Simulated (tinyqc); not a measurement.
What each parameter does: square lattice in a magnetic field (Harper-Hofstadter model).

Landau gauge, lattice period 1: the magnetic cell has q sites j = 0 to q - 1 along x. H_jj = -2 ty cos(ky + 2 pi p j/q), H_(j,j+1) = -tx, and the bond from q - 1 back to 0 is H_(q-1,0) = -tx exp(i q kx). The levels depend on k only through cos(q kx) and cos(q ky), so the band edges lie at (0, 0) and (pi/q, pi/q).

Inputs chosen for the exercise: p = 1 (flux per plaquette p/q, in units of h/e); q = 4; tx = 0.9 meV (hopping along x); ty = 1.3 meV (hopping along y).

Bottom and width of band 1, the first gap and the total width of all bands.

One parameter was then changed.

Results before and after:
```
case     bottom (meV)  width (meV)  first gap (meV)  total width (meV)
base          -3.1623       0.2797           1.5823             3.1600
changed       -3.2994       0.0940           1.6015             2.3941
```

Which of these changes was made? (a) ty = 0.975 meV; (b) p = 3; (c) q = 5; (d) tx = 1.08 meV.
Answer: (c) q = 5. Of the candidates, run in turn, only this one gives the changed row.

All candidates:
```
case            bottom (meV)  width (meV)  first gap (meV)  total width (meV)
base                 -3.1623       0.2797           1.5823             3.1600
tx = 1.08 meV        -3.3802       0.2683           1.7922             3.1760
ty = 0.975 meV       -2.6538       0.2036           1.4307             2.4462
p = 3                -3.1623       0.2797           1.5823             3.1600
q = 5                -3.2994       0.0940           1.6015             2.3941
```

Flux p/q and 1 - p/q have the same spectrum: reversing the field leaves it alone, and one whole quantum is a gauge change.

(tinyqc, `OMP_NUM_THREADS=1 python tinyqc.py 1281639 1281640 out.jsonl`, Intel(R) Xeon(R) Processor @ 2.30GHz, 1 thread, shared host, about 0.02 s.)
